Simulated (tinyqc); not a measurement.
Tail length against growth temperature: equilibrium and kinetic segregation of a solute to boundaries and growing surfaces. Computed by tinyqc, a small Python program. Command: `OMP_NUM_THREADS=1 python tinyqc.py 3028246 3028247 out.jsonl segreg walk`. One thread of a shared host (Intel(R) Xeon(R) Processor @ 2.30GHz), about 0.01 s of CPU time with the checks.

Inputs (values chosen for the exercise, modelled on arsenic in polycrystalline silicon): exchange barrier E_b = 1.61 eV; surface segregation energy E_s = 0.3 eV; growth rate = 0.93 monolayers/s.

Constants: k_B = 8.617333262e-05 eV/K.

Method. Two-state exchange during growth, dilute: jump up r_u = nu exp(-E_b/(k_B T_g)), jump back r_d = r_u exp(-E_s/(k_B T_g)), nu = 1e13 1/s. In the time 1/R of one monolayer the share carried up is p = [r_u/(r_u + r_d)] [1 - exp(-(r_u + r_d)/R)]; the tail decays as p^n, length -1/ln p monolayers; the equilibrium limit has p = r_u/(r_u + r_d).

Exchange model:
```
T_g (K)       r_u/R        p  length (monolayers)  equilibrium limit
535      7.3296e-03  0.00730           2.0327e-01             670.45
573      7.4282e-02  0.07158           3.7924e-01             435.64
604      3.9598e-01  0.32679           8.9410e-01             319.07
635      1.7927e+00  0.83126           5.4110e+00             240.93
660      5.4640e+00  0.99081           1.0829e+02             195.85
685      1.5353e+01  0.99383           1.6163e+02             161.64
722      6.2120e+01  0.99201           1.2469e+02             124.69
778      4.0009e+02  0.98874           8.8272e+01              88.27
872      5.3263e+03  0.98188           5.4682e+01              54.68
```

What follows from these numbers?

The length peaks among these rows at 685 K with 162 monolayers. Below, exchange freezes (r_u/R = 0.0073 in the first row); above, the length follows the equilibrium limit, about exp(E_s/(k_B T)), down to 54.7.

Extremes, crossings and ranges named in words are read from the listed rows.
